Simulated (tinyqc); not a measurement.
Raising U: Hubbard chain of 6 sites, mean field against exact. Computed by the program tinyqc. Collinear unrestricted mean field (the lowest of 40 random starts) against exact diagonalisation.

one-body matrix (hopping and site energies) (eV):
```
         1        2        3        4        5        6
1   0.0000  -0.8000   0.0000   0.0000   0.0000   0.0000
2  -0.8000   0.0000  -0.8000   0.0000   0.0000   0.0000
3   0.0000  -0.8000   0.0000  -0.8000   0.0000   0.0000
4   0.0000   0.0000  -0.8000   0.0000  -0.8000   0.0000
5   0.0000   0.0000   0.0000  -0.8000   0.0000  -0.8000
6   0.0000   0.0000   0.0000   0.0000  -0.8000   0.0000
```

electrons, up and down: 3  2

Exact and mean-field results (eV):
```
U            U/t    E exact  E mean field  mean |n_up - n_down|  double occupancy, exact  first gap in the sector
0.4000    0.5000  -4.854702     -4.836228                0.1667                   0.1497                   0.6284
0.8000    1.0000  -4.515358     -4.442679                0.1690                   0.1332                   0.5990
1.6000    2.0000  -3.950185     -3.682925                0.2566                   0.1031                   0.5272
2.4000    3.0000  -3.516844     -3.026463                0.4205                   0.0785                   0.4571
3.2000    4.0000  -3.187487     -2.547347                0.5689                   0.0597                   0.3963
4.8000    6.0000  -2.740963     -1.991246                0.7113                   0.0359                   0.3049
6.4000    8.0000  -2.464168     -1.749681                0.7941                   0.0231                   0.2439
9.6000   12.0000  -2.150786     -1.564041                0.8229                   0.0115                   0.1716
16.0000  20.0000  -1.877086     -1.455847                0.8296                   0.0044                   0.1063
```

What does the comparison show, and why?

In absolute terms mean field is worst at U/t = 6.0, 0.750 eV too high: at small U it is nearly exact, and at large U it still misses the motion of the hole through a fluctuating spin background. Relative to the exact energy its error is 0.4 % at the smallest U, 29 % at most and 22 % at the largest. The double occupancy falls from 0.150 to 0.004.
